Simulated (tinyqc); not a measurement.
Undoped symmetric double-gate MOSFET, analytic potential model: one step of the calculation.

An undoped body of thickness ts between two equal insulators and tied gates; long channel, electrons only, n = ni exp((psi - V)/Vt) with V the quasi-Fermi potential (0 at the source, Vd at the drain), constant mobility, no quantisation. Across the body psi(x) = V - 2 Vt ln[(ts/(2 beta)) sqrt(q ni/(2 eps0 eps_r Vt)) cos(2 beta x/ts)], x from the centre. Q is the electron charge per area of the whole body.

Question. Potential and electron density across the body at the source. psi(x) as above with V = 0 and beta = beta_s; n = ni exp(psi/Vt).

Inputs (values chosen for the exercise); material values close to those of silicon: temperature T = 300 K; relative permittivity of the semiconductor eps_r = 11.8; body thickness ts = 12 nm.

Constants: q = 1.602176634e-19 C, kB = 1.380649e-23 J/K, Vt = kB T/q, eps0 = 8.8541878128e-14 F/cm where lengths are in cm. Results are converted to the units shown.

x/ts, point 0 to 6: 0  0.1  0.2  0.3  0.4  0.45  0.5
beta_s = 1.1547743
ni = 1.5890341e10 cm^-3

Find: psi; n.

Answer.

```
point	psi (V)	n (cm^-3)
0	0.4700	1.249e18
1	0.4714	1.318e18
2	0.4757	1.558e18
3	0.4835	2.110e18
4	0.4962	3.437e18
5	0.5051	4.862e18
6	0.5168	7.647e18
```

The density at the surface is 6.12 times that at the centre (1/cos^2 beta).

Computed by the program tinyqc: `OMP_NUM_THREADS=1 python tinyqc.py 2440061 2440062 out.jsonl`, one thread of a shared Intel Xeon 2.30GHz, about 0.01 s for the whole run.
